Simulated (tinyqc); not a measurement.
Frequency dispersion of an accumulation capacitance by border traps, distributed model: one step of the calculation.

Traps spread evenly through the insulator exchange electrons with the semiconductor by tunnelling, with tau(x) = t0 exp(2 ka x) at depth x from the interface. The admittance per area Y seen at depth x obeys dY/dx = -Y^2/(i w eps0 eox) + q Nb ln(1 + i w tau)/tau, with Y(0) = i w Cs and w = 2 pi f; the gate sees Y(tox) = G + i w C. Working variable y = Y/(i w), in uF/cm^2. Cox = eps0 eox/tox.

Question. Midpoint steps through the active depth. In terms of y: dy/dx = -y^2/(eps0 eox) + s(x), s = q Nb ln(1 + z)/z, z = i w tau. 11 midpoint steps of h = xe/11: y_half = y + (h/2) y'(x, y), y(new) = y + h y'(x + h/2, y_half).

Values chosen for this exercise; permittivity close to that of silicon dioxide: relative permittivity of the insulator eox = 3.74; semiconductor capacitance in accumulation Cs = 0.53 uF/cm^2; density of border traps Nb = 1.6e19 cm^-3 eV^-1; decay constant of the wave function in the insulator ka = 4.4 1/nm; time constant of a trap at the interface t0 = 1e-10 s; frequency f = 10000 Hz; depth down to which the steps are taken xe = 1.9 nm.

Constants: q = 1.602176634e-19 C, eps0 = 8.8541878128e-14 F/cm where lengths are in cm. Results are converted to the units shown.

Find: x; s; y.

Answer.

| point | x (nm) | s (uF/(cm^2 nm)) | y (uF/cm^2) |
|---|---|---|---|
| 0 | 0 | 0.25635+0.00000i | 0.53000+0.00000i |
| 1 | 0.17273 | 0.25635+0.00000i | 0.55880+0.00000i |
| 2 | 0.34545 | 0.25635-0.00002i | 0.58596+0.00000i |
| 3 | 0.51818 | 0.25635-0.00008i | 0.61152-0.00001i |
| 4 | 0.69091 | 0.25635-0.00035i | 0.63549-0.00004i |
| 5 | 0.86364 | 0.25633-0.00161i | 0.65793-0.00016i |
| 6 | 1.0364 | 0.25607-0.00735i | 0.67886-0.00073i |
| 7 | 1.2091 | 0.25069-0.03253i | 0.69816-0.00334i |
| 8 | 1.3818 | 0.18714-0.09528i | 0.71244-0.01369i |
| 9 | 1.5545 | 0.06497-0.08030i | 0.70646-0.02958i |
| 10 | 1.7273 | 0.01564-0.03293i | 0.68664-0.03630i |
| 11 | 1.9000 | 0.00349-0.01060i | 0.66418-0.03692i |

Numbers from tinyqc (`OMP_NUM_THREADS=1 python tinyqc.py 2202194 2202195 out.jsonl`; about 0.7 s on one thread of a shared Intel Xeon 2.30GHz).
